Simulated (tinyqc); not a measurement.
Closing and inverting the gap: three-level Kane dispersion of a narrow-gap semiconductor.

Zero of energy at Gamma8, c = hbar^2/2m0, P^2 = Ep c. The free-electron term and remote bands are left out, so the heavy holes are flat at E = 0 and the other three bands obey E (E - Eg)(E + Dso) = P^2 k^2 (E + 2 Dso/3). The conduction band is the highest root; its edge is Ec = max(Eg, 0).

Constants: hbar^2/2m0 = 3.80998211 eV angstrom^2.

Values chosen for the exercise (out of a larger set: a gap close to zero; not measured data):
- Dso = 1.05 eV (spin-orbit splitting)
- Ep = 19.6 eV (Kane energy)
- k = 0.035 1/angstrom (wave vector)

Eg is varied at fixed k, Dso and Ep. Edge mass: Eg (Eg + Dso)/(Ep (Eg + 2 Dso/3)) for Eg > 0, 3 |Eg|/(2 Ep) for Eg < 0. The Gamma6 weight of the conduction state is 1/(1 + P^2 k^2 [(2/3)/E^2 + (1/3)/(E + Dso)^2]).

Results:
```
Eg (eV)      m0*  highest root (eV)  middle (eV)  lowest (eV)  E - Ec (meV)  Gamma6 weight
-0.200   0.01531             0.1745      -0.3378      -1.0867         174.5          0.331
-0.100   0.00765             0.2119      -0.2790      -1.0829         211.9          0.421
-0.040   0.00306             0.2389      -0.2479      -1.0810         238.9          0.479
-0.010   0.00077             0.2537      -0.2337      -1.0801         253.7          0.509
0.010    0.00076             0.2641      -0.2246      -1.0795         254.1          0.529
0.040    0.00301             0.2804      -0.2117      -1.0787         240.4          0.558
0.100    0.00733             0.3156      -0.1884      -1.0772         215.6          0.614
0.200    0.01417             0.3813      -0.1562      -1.0750         181.3          0.697
```

The edge mass vanishes with |Eg| from both sides, yet the kinetic energy at this k stays finite, at most 254.1 meV in the table; at Eg = 0 the two-level form, without the split-off band, gives the linear value sqrt(2/3) P k = 247.0 meV. The Gamma6 weight of the conduction state goes smoothly from 0.33 to 0.70 and is 0.51 and 0.53 in the two rows next to Eg = 0: at finite k nothing jumps at the inversion.

Program tinyqc; command `OMP_NUM_THREADS=1 python tinyqc.py 1050767 1050768 out.jsonl`; about 0.01 s on one thread of a shared Intel(R) Xeon(R) Processor @ 2.30GHz.
